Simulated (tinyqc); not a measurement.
From isolated dopants to a band: overlap of hydrogenic dopants: pairs, impurity band and the Mott density.

Ry* = Ry m/eps^2, aB = a0 eps/m. For 1s orbitals a distance rho = R/aB apart, in Ry*: overlap S = exp(-rho)(1 + rho + rho^2/3), J = (2/rho)(1 - (1 + rho) exp(-2 rho)) (attraction to the other ion), Kx = 2 (1 + rho) exp(-rho) (exchange of one electron). One electron on a pair has E = -1 - (J +/- Kx)/(1 +/- S), without the repulsion 2/rho of the ions. Hopping after orthogonalisation: t = (Kx - S J)/(1 - S^2), half the splitting. Dopants on a lattice with z neighbours, n = 1/R^3 (simple cubic), give a band of width B = 2 z t, as on any lattice of two interpenetrating sublattices. Valleys, central cells and disorder are left out.

Constants: Ry = 13.60569312 eV; a0 (Bohr radius) = 0.5291772105 angstrom.

Inputs chosen for the exercise (an isotropic mass and dielectric constant of the size used for acceptors in Si; the results hold for these values, not for the real material):
- m = 0.429 m0 (mass)
- eps = 11.9 (dielectric constant)
- z = 6 (neighbours in the dopant lattice)
- u = 0.945 Ry* (cost of a second electron on one dopant)

The distance R/aB is varied; density from the lattice formula.

Against distance:
```
R/aB,n (1/cm^3),n^(1/3) aB,S,t (meV),B (meV),B/u
10.0,3.16e+17,0.100,0.0020,0.0246,0.295,0.008
8.0,6.18e+17,0.125,0.0102,0.1440,1.729,0.044
7.0,9.22e+17,0.143,0.0222,0.3402,4.083,0.105
6.0,1.46e+18,0.167,0.0471,0.7851,9.421,0.242
5.0,2.53e+18,0.200,0.0966,1.7572,21.087,0.541
4.5,3.47e+18,0.222,0.1361,2.5935,31.123,0.799
4.0,4.94e+18,0.250,0.1893,3.7912,45.494,1.168
3.5,7.37e+18,0.286,0.2592,5.4912,65.894,1.692
3.0,1.17e+19,0.333,0.3485,7.8941,94.730,2.432
```

critical densities (1/cm^3): B = u 4.25e+18, B = (2/sqrt3) u 4.88e+18, n^(1/3) aB = 0.26 5.56e+18

From R = 10 to 5 aB the density rises eightfold and the band widens by a factor 72, since t falls about as R exp(-R/aB). B passes u at 4.2e+18/cm^3, n^(1/3) aB = 0.238; the screening rule gives a density 1.31 times that. An ordered lattice overstates the ease of conduction, as random spacing localises the tails, and below R = 4 aB (S above 0.19) nearest-neighbour hopping alone is no longer enough.

(tinyqc, `OMP_NUM_THREADS=1 python tinyqc.py 1450446 1450447 out.jsonl`, Intel(R) Xeon(R) Processor @ 2.30GHz, 1 thread, shared host, about 0.01 s.)
